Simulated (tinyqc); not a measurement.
Five-level k.p model folded onto the conduction band, step by step. Values are carried at full precision from step to step, so a last printed digit may differ when a step is redone from the rounded ones.

Second-order sums for the lowest conduction level at E: 1/m = 1 + Cm + (Ep/3)(2/E + 1/(E + Dso)) - (Ep2/3)(2/(E7 + D2 - E) + 1/(E7 - E)); g/2 = 1 + Cg - (Ep/3)(1/E - 1/(E + Dso)) - (Ep2/3)(1/(E7 - E) - 1/(E7 + D2 - E)). E is counted from the top of the valence band; E = Eg at the edge.

Constants: hbar^2/2m0 = 3.80998211 eV angstrom^2.

Parameters, chosen for this exercise (near those of ZnSe; not measured data): Eg = 2.841 eV (gap at Gamma to the s-like level); Dso = 0.393 eV (spin-orbit splitting); Ep = 24.9 eV (Kane energy); E7 = 7.09 eV (upper Gamma7 conduction level, from the valence top); D2 = 0.11 eV (its spin-orbit splitting, Gamma8 above Gamma7); Ep2 = 2.7 eV (Kane energy to the upper levels); Cm = -2.5 (remote term in 1/m); Cg = -0.02 (remote term in g/2); k = 0.117 1/angstrom (wave vector along z).

## Mass and g factor term by term

Evaluate at E = Eg.

Terms:

| level | part of 1/m | part of g |
|---|---|---|
| free + remote | -1.5000 | 1.9600 |
| Gamma8 valence | 5.8430 | -5.8430 |
| Gamma7 valence | 2.5665 | 5.1330 |
| Gamma8 upper | -0.4129 | 0.4129 |
| Gamma7 upper | -0.2118 | -0.4236 |

m = 0.1591 m0
g = 1.239

The valence levels give 8.41 to 1/m and the upper levels take 0.62 away. In g the two valence terms nearly cancel when Dso is small against Eg; here Dso/Eg = 0.14 and they leave -0.710, the upper pair -0.011.

## The matrix at one k

For k along z and one spin sector the level c couples to four states. With c0 = hbar^2/2m0, P = sqrt(Ep c0), P2 = sqrt(Ep2 c0): diagonal Eg + (1 + Cm) c0 k^2 for c, and 0, -Dso, E7 + D2, E7 for lh, so, G8 up, G7 up (their own dispersion is left out); couplings of c: sqrt(2/3) P k to lh, sqrt(1/3) P k to so, sqrt(2/3) P2 k to G8 up, sqrt(1/3) P2 k to G7 up (phases chosen real).

Fill in the matrix.

H (eV):
```
             c       lh        so    G8 up    G7 up
c      2.76277  0.93047   0.65794  0.30640  0.21665
lh     0.93047        0         0        0        0
so     0.65794        0  -0.39300        0        0
G8 up  0.30640        0         0  7.20000        0
G7 up  0.21665        0         0        0  7.09000
```

## Exact folding onto c

Solve E = H_cc + S(E), S(E) = sum_j H_cj^2/(E - H_jj), from E = H_cc, by plain substitution and by Newton steps on E - H_cc - S(E). The weight of c in the state is Z = 1/(1 - dS/dE). The exact level is the third eigenvalue of H from below.

Iterates (eV):

| step | substitution | Newton |
|---|---|---|
| 0 | 2.76277 | 2.76277 |
| 1 | 3.18131 | 3.12229 |
| 2 | 3.12065 | 3.12764 |
| 3 | 3.12856 | 3.12764 |
| 4 | 3.12752 | 3.12764 |
| 5 | 3.12765 | 3.12764 |
| 6 | 3.12764 | 3.12764 |
| 7 | 3.12764 | 3.12764 |

exact level = 3.12764 eV
Z = 0.8833

Substitution multiplies the error by about dS/dE = 1 - 1/Z = -0.132 a step, so it alternates; after 7 steps it is off by 2.8e-07 eV, while Newton is within 1e-5 eV from step 2 on.

## Loewdin series

Expanding E = H_cc + S(E) about Eg in powers of k^2, with s_n = sum_j H_cj^2/(Eg - H_jj)^n: order k^2: e2 = (1 + Cm) c0 k^2 + s1; order k^4: e4 = -s2 e2; order k^6: e6 = s3 e2^2 + s2^2 e2.

Give each order and the partial sums, counted from Eg.

s1 (eV), s2 (no unit), s3 (1/eV); (1 + Cm) c0 k^2 is H_cc - Eg: 0.40601  0.15620  0.04881

e2, e4, e6 (eV): 0.32778  -0.05120  0.01324

partial sums (eV): 0.32778  0.27658  0.28982

The exact value is 0.28664 eV; the errors of the partial sums are +41.14, -10.06 and +3.18 meV.

## Checks

- Curvature of the exact level at small k against the sum for 1/m: both 6.2847.

Run: tinyqc, `OMP_NUM_THREADS=1 python tinyqc.py 1050187 1050188 out.jsonl`; Intel(R) Xeon(R) Processor @ 2.30GHz, one thread, shared host; about 0.01 s of CPU time with all checks.
